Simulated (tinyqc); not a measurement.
Sweep of a uniaxial [100] stress: six-band Luttinger-Kohn model with strain.

Six-band Luttinger-Kohn model in the basis |3/2,3/2>, |3/2,1/2>, |3/2,-1/2>, |3/2,-3/2>, |1/2,1/2>, |1/2,-1/2>, electron energies, zero at the top of the unstrained valence band. H = -[rows: (P+Q, -S, R, 0, -S/r2, r2 R); (-S*, P-Q, 0, R, -r2 Q, r32 S); (R*, 0, P-Q, S, r32 S*, r2 Q); (0, R*, S*, P+Q, -r2 R*, -S*/r2); (-S*/r2, -r2 Q, r32 S, -r2 R, P+Dso, 0); (r2 R*, r32 S*, r2 Q, -S/r2, 0, P+Dso)], r2 = sqrt(2), r32 = sqrt(3/2). Levels are twofold.

P = c g1 k^2 - av tr(e); Q = c g2 (kx^2 + ky^2 - 2 kz^2) - (b/2)(exx + eyy - 2 ezz); R = c sqrt3 [-g2 (kx^2 - ky^2) + 2i g3 kx ky] + (sqrt3/2) b (exx - eyy) - i d exy; S = 2 c sqrt3 g3 (kx - i ky) kz - d (exz - i eyz); c = hbar^2/2m0, e the strain tensor (not engineering shear).

s11 = (C11 + C12)/((C11 - C12)(C11 + 2 C12)), s12 = -C12/((C11 - C12)(C11 + 2 C12)), s44 = 1/C44; exx = s11 sxx + s12 (syy + szz) and cyclic, exy = s44 sxy/2; tension is positive. A uniaxial stress X along the unit vector n is s_ij = X n_i n_j.

Constants: hbar^2/2m0 = 3.80998211 eV angstrom^2.

Values chosen for the exercise (near those of InSb; shifted at random, so the results belong to these values and not to a real crystal): Dso = 0.81 eV (spin-orbit splitting); g1 = 34.68 (Luttinger gamma1); g2 = 15.3 (gamma2); g3 = 16.27 (gamma3); av = 0.37 eV (valence hydrostatic potential); b = -2.1 eV (tetragonal shear potential); d = -4.8 eV (trigonal shear potential); C11 = 66.2 GPa; C12 = 35.6 GPa; C44 = 32 GPa; load = uniaxial [100] (kind of stress).

Edges at k = 0 and curvature masses of the top pair along [110] and [001] (step 0.0002 1/angstrom); at zero stress the top is fourfold and has no single curvature.

Edges and masses:
```
X (GPa)  top (eV)  second (eV)  third (eV)  splitting (meV)  m [110]  m [001]
-3.00      0.2753      -0.2140     -0.8956            489.3    0.021    0.104
-2.00      0.1701      -0.1426     -0.8536            312.7    0.022    0.085
-1.00      0.0765      -0.0713     -0.8233            147.8    0.022    0.067
0.00       0.0000       0.0000     -0.8100              0.0        -        -
1.00       0.0713      -0.0534     -0.8198            124.8    0.037    0.020
2.00       0.1426      -0.0799     -0.8566            222.5    0.037    0.020
3.00       0.2140      -0.0803     -0.9194            294.3    0.037    0.020
```

What does the comparison show, and why?

The splitting reaches 489.3 meV under compression and 294.3 meV under the same tension; linear shear terms alone would make the two equal, and the difference comes from the coupling to the split-off band. At the ends of the sweep the top pair has a mass along [110] of 0.021 under compression and 0.037 under tension, so compression gives the lighter holes along [110]; along [001] it has 0.104 and 0.020. The top edge itself moves by +275 and +214 meV. The ends of the sweep mean strains up to 7.3 %, beyond the range of linear deformation potentials.

Program tinyqc; command `OMP_NUM_THREADS=1 python tinyqc.py 1051075 1051076 out.jsonl`; about 0.07 s on one thread of a shared Intel(R) Xeon(R) Processor @ 2.30GHz.
